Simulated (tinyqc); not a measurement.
Ballistic Schottky-barrier transistor with a two-dimensional channel, WKB contacts: one step of the calculation.

Source Fermi level 0, drain Fermi level -Vd. Far from the contacts Ec = pn - psi, and the gate moves psi one to one; the band edges relax as exp(-x/lam) from pn at the source and pn - Vd at the drain; Ev = Ec - Eg. A carrier of energy w inside the channel band meets at a contact a barrier of height D (the contact edge beyond the channel edge): T = 1 for w >= D, else exp(-S), S = 4 lam sqrt(m/C) [sqrt(D - w) - sqrt(w) arctan sqrt((D - w)/w)], C = hbar^2/(2 m0). The two contacts combine as Ts Td/(Ts + Td - Ts Td).

Task. Transmission of one of the electrons. S and T at both contacts for w = w0, and the tunnelling distance lam ln(D/w) at the higher barrier.

Parameters, values chosen for the exercise; channel values close to those of a molybdenum disulphide layer:

| symbol | value | unit | meaning |
|---|---|---|---|
| mn | 0.49 | m0 | electron mass |
| lam | 1.8 | nm | screening length at the contacts |
| w0 | 0.12 | eV | energy of one carrier inside the channel band |

Constants: q = 1.602176634e-19 C, hbar = 1.054571817e-34 J s, m0 = 9.1093837015e-31 kg, hbar^2/(2 m0) = 0.0380998212 eV nm^2. Results are converted to the units shown.

D for electrons (eV): source 0.18000000, drain 0.13000000

Wanted: S at the source; S at the drain; combined T; tunnelling distance.

Result.

S at the source = 0.8196
S at the drain = 0.06834
combined T = 0.4273
tunnelling distance = 0.7298 nm

Range of the model: No scattering, image-force lowering, channel charge or band-to-band tunnelling; parabolic kappa overstates S deep in the gap.

tinyqc, about 0.2 s, one thread, Intel Xeon 2.30GHz (shared host): `OMP_NUM_THREADS=1 python tinyqc.py 2390019 2390020 out.jsonl`
